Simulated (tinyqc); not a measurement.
From results back to parameters: inversion layer as a triangular well, valleys of the Si type. Five cases, with inputs chosen for the exercise.

Problem. The spacing of the two lowest levels of one ladder was computed from a hidden sheet density Ns.

The field is taken as constant, e F = 4 pi (e^2/4 pi eps0)(Nd + eta Ns)/eps, with 1e12/cm^2 = 1e-4/angstrom^2, and the oxide as a hard wall at z = 0; c = hbar^2/2m0.

Level j of a valley lies at E_j = a_j (c (e F)^2/m_z)^(1/3) above the band edge at the surface, with the Airy zeros a_j = 2.338107, 4.087949, 5.520560, 6.786708, 7.944134, 9.022651, 10.040174, 11.008524, 11.936016, 12.828777, and has <z> = 2 E_j/(3 e F).

Constants: hbar^2/2m0 = 3.80998211 eV angstrom^2; e^2/(4 pi eps0) = 14.39964547 eV angstrom.

Find: F; Ns.

Method. e F = sqrt(m_z/c) [(E_1 - E_0)/(a_1 - a_0)]^(3/2), with a_0 and a_1 the first two zeros; then Ns = (eps e F/(4 pi e^2/4 pi eps0) - Nd)/eta.

Case 1.

Values chosen (near those of Si; not measured data):
- m_z = 0.2574 m0 (confinement mass)
- eps = 11.9 (dielectric constant)
- Nd = 0.2 x 1e12/cm^2 (depletion charge)
- eta = 0.5 (share of Ns in the effective field)

E_1 - E_0 = 54.9030 meV

Solution.

F = 0.1445 MV/cm
Ns = 1.50 x 1e12/cm^2

Case 2.

Values chosen (near those of Si; not measured data):
- m_z = 0.3105 m0 (confinement mass)
- eps = 11.6 (dielectric constant)
- Nd = 0.53 x 1e12/cm^2 (depletion charge)
- eta = 0.5 (share of Ns in the effective field)

E_1 - E_0 = 100.7942 meV

Solution.

F = 0.3947 MV/cm
Ns = 4.00 x 1e12/cm^2

Case 3.

Values chosen (near those of Si; not measured data):
- m_z = 0.3196 m0 (confinement mass)
- eps = 11.6 (dielectric constant)
- Nd = 0.42 x 1e12/cm^2 (depletion charge)
- eta = 0.5 (share of Ns in the effective field)

E_1 - E_0 = 141.5116 meV

Solution.

F = 0.6661 MV/cm
Ns = 7.70 x 1e12/cm^2

Case 4.

Values chosen (near those of Si; not measured data):
- m_z = 0.924 m0 (confinement mass)
- eps = 11.8 (dielectric constant)
- Nd = 0.24 x 1e12/cm^2 (depletion charge)
- eta = 0.75 (share of Ns in the effective field)

E_1 - E_0 = 73.9500 meV

Solution.

F = 0.4278 MV/cm
Ns = 3.40 x 1e12/cm^2

Case 5.

Values chosen (near those of Si; not measured data):
- m_z = 0.3185 m0 (confinement mass)
- eps = 11.7 (dielectric constant)
- Nd = 0.12 x 1e12/cm^2 (depletion charge)
- eta = 0.75 (share of Ns in the effective field)

E_1 - E_0 = 51.5397 meV

Solution.

F = 0.1462 MV/cm
Ns = 1.10 x 1e12/cm^2

Computed by tinyqc, one run a case: `OMP_NUM_THREADS=1 python tinyqc.py N N+1 out.jsonl` with N = 1252380, 1252381, 1252385, 1252420, 1252429; one thread of a shared Intel(R) Xeon(R) Processor @ 2.30GHz, about 0.03 s a run at most.
